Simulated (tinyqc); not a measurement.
## Undoped symmetric double-gate MOSFET, analytic potential model: effect of the temperature

An undoped body of thickness ts between two equal insulators and tied gates; long channel, electrons only, n = ni exp((psi - V)/Vt) with V the quasi-Fermi potential (0 at the source, Vd at the drain), constant mobility, no quantisation. Across the body psi(x) = V - 2 Vt ln[(ts/(2 beta)) sqrt(q ni/(2 eps0 eps_r Vt)) cos(2 beta x/ts)], x from the centre. Q is the electron charge per area of the whole body.

Nc and Nv are given at 273 K and scale as (T/273 K)^1.5; Eg and mu are held fixed. ni = sqrt(Nc Nv) exp(-Eg/(2 Vt)), Eg in volts; r = eps_r tox/(eox ts); V0 = dphi + 2 Vt ln[(2/ts) sqrt(2 eps0 eps_r Vt/(q ni))]. beta (between 0 and pi/2) solves (Vg - V0 - V)/(2 Vt) = ln(beta) - ln(cos beta) + 2 r beta tan(beta). Q = 8 eps0 eps_r Vt beta tan(beta)/ts; I = mu (1/L)(4 eps0 eps_r/ts)(2 Vt)^2 [g(beta_s) - g(beta_d)] per width, g = beta tan(beta) - beta^2/2 + r beta^2 tan^2(beta), with beta_s at V = 0 and beta_d at V = Vd.  I(low) is taken at Vg = 0.36 V, Qs and I(high) at Vg = 1.11 V.

Inputs (values chosen for the exercise); material values close to those of gallium arsenide: band gap Eg = 1.44 eV; relative permittivity of the semiconductor eps_r = 12.7; conduction-band density of states at the reference temperature Nc = 3.88e17 cm^-3; valence-band density of states at the reference temperature Nv = 7.88e18 cm^-3; relative permittivity of the gate insulator eox = 21.1; insulator thickness tox = 5 nm; body thickness ts = 12 nm; gate work function less that of the intrinsic body dphi = -0.09 V; channel mobility mu = 690 cm^2/(V s); gate length L = 0.1 um; drain voltage Vd = 0.8 V.

Constants: q = 1.602176634e-19 C, kB = 1.380649e-23 J/K, Vt = kB T/q, eps0 = 8.8541878128e-14 F/cm where lengths are in cm. Results are converted to the units shown.

Effect of the temperature:

| T (K) | V0 (V) | I(low) (nA/um) | Qs(high) (nC/cm^2) | I(high) (uA/um) |
|---|---|---|---|---|
| 220 | 0.6198 | 0.02077 | 2816 | 4356 |
| 250 | 0.6170 | 0.1579 | 2768 | 4306 |
| 280 | 0.6141 | 0.8029 | 2726 | 4272 |
| 310 | 0.6111 | 3.058 | 2689 | 4251 |
| 340 | 0.6079 | 9.397 | 2657 | 4241 |
| 370 | 0.6046 | 24.50 | 2630 | 4242 |
| 400 | 0.6012 | 56.17 | 2607 | 4251 |
| 430 | 0.5977 | 116.2 | 2587 | 4268 |

What does the comparison show?

As T goes from 220 to 430 K, I(low) rises from 0.0208 to 116 nA/um and I(high) goes from 4360 through a minimum of 4240 (at T = 340 K among the rows listed) to 4270 uA/um. V0 falls from 0.620 to 0.598 V. In every row the surface density at the source at the higher gate voltage passes 0.3 Nc, where Boltzmann statistics fail. In every row mu V/L at the higher gate voltage, with V the smaller of Vd and Vg - V0, passes 3e6 cm/s, so velocity saturation would lower the current. In every row the mobility is held fixed, though a real one changes with T.

Program tinyqc, `OMP_NUM_THREADS=1 python tinyqc.py 2440004 2440005 out.jsonl`; Intel Xeon 2.30GHz, shared host, one thread, about 0.01 s.
